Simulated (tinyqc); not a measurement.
Plane-wave Kohn-Sham cycle with exchange-only LDA in a layered model solid, step by step. Computed by tinyqc, a small Python program that keeps every step. Settings: points = 16, plane-wave index or count = 2, electrons = 2, k points = 1, area = 31.0, mixing = 0.3, iteration cap = 69, Kerker q0 = 1.11. Command: `OMP_NUM_THREADS=1 python tinyqc.py 21020 21021 out.jsonl` (the two numbers bound the seeds that draw the settings). One thread of a shared host (Intel(R) Xeon(R) Processor @ 2.60GHz), about 0.02 s of CPU time with the checks.

A solid whose potential varies along x alone (atomic units):
```
parameter                      value
period a                   14.800000
cross-section of the cell  31.000000
electrons per cell                 2
grid points                       16
plane waves -n..n, n               2
k points                           1
V1 in V1 cos(2 pi x/a)     -0.600000
```

Stop when sqrt(dV sum R^2) is below 1e-8, dV = a A/N.

Course of the cycle:
```
iteration  E (hartree)  norm of the residual
1          -1.11303400              1.30e-01
2          -1.08426597              1.22e-01
3          -1.05734552              1.15e-01
4          -1.03246781              1.08e-01
5          -1.00961894              1.02e-01
6          -0.98870053              9.67e-02
7          -0.96958221              9.16e-02
8          -0.95212526              8.70e-02
9          -0.93619337              8.27e-02
10         -0.92165739              7.88e-02
11         -0.90839722              7.50e-02
...                ...                   ...
59         -0.77628820              8.19e-03
60         -0.77620767              7.81e-03
61         -0.77613685              7.44e-03
62         -0.77607470              7.09e-03
63         -0.77602026              6.76e-03
64         -0.77597270              6.44e-03
65         -0.77593126              6.14e-03
66         -0.77589524              5.85e-03
67         -0.77586405              5.57e-03
68         -0.77583712              5.31e-03
69         -0.77581397              5.06e-03
```

Can the last value be used, and what does the course show?

Not by the stop rule. Not converged within 69 iterations: the residual falls steadily but slowly, by a factor of about 0.95 a step. Reruns (cap 100 unless said): mixing 0.1: not converged; mixing 0.5, Kerker q0 1.0: not converged; mixing 0.3, Pulay depth 5: converged in 14 (E = -0.77576); the original settings with a cap of 400: converged in 352 (E = -0.77576).
